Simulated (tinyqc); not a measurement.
Current of a Schottky diode by thermionic-emission-diffusion theory, and its read-back from I-V-T and C-V data: one step, computed by the program tinyqc. Command: `OMP_NUM_THREADS=1 python tinyqc.py 3009490 3009491 out.jsonl schottky walk`. One thread of a shared host (Intel(R) Xeon(R) Processor @ 2.30GHz), about 0.01 s of CPU time with the checks.

Full ionisation, no tunnelling, no recombination current. V is the voltage across the junction itself, forward positive.

Task: Read-back from the I-V curve. N_c(T) = N_c (T/300 K)^(3/2); V_bi = phi_0 - (k_B T/e) ln(N_c(T)/N); surface field F = sqrt(2 e N (V_bi - V - k_B T/e)/(eps eps_0)); image lowering d_phi = sqrt(e F/(4 pi eps eps_0)); effective barrier phi = phi_0 - d_phi. Collection velocity v_R = A* T^2/(e N_c(T)); diffusion velocity v_D = mu F; J = e N_c(T) v_R/(1 + v_R/v_D) exp(-phi/k_B T) [exp(e V/k_B T) - 1]. Ideality n = (e/k_B T)/(d ln J/dV) by a central difference of +/- 1 mV; J_0 = J exp(-e V/(n k_B T)); apparent barrier phi_IV = k_B T ln(A* T^2/J_0); a C-V plot gives phi_CV = phi_0, the mean without lowering.

Inputs (values chosen for the exercise, modelled on n-type GaN):
```
quantity,value,unit
Richardson constant A*,25,A/(cm^2 K^2)
"effective density of states at 300 K, N_c",2.3e+18,1/cm^3
permittivity eps,9.7,-
mobility mu,1000,cm^2/(V s)
barrier without image force phi_0,0.952,eV
doping N,1.2e+16,1/cm^3
junction voltage V,0.51,V
temperature T,300,K
```

Barrier: uniform.

Constants: k_B = 8.617333262e-05 eV/K; e = 1.602176634e-19 C; eps_0 = 8.8541878128e-12 F/m.

Give: ideality factor n; extrapolated J_0; apparent barrier phi_IV; phi_CV - phi_IV.

Result:

ideality factor n = 1.028

extrapolated J_0 = 8.106e-10 A/cm^2

apparent barrier phi_IV = 0.9193 eV

phi_CV - phi_IV = 32.71 meV
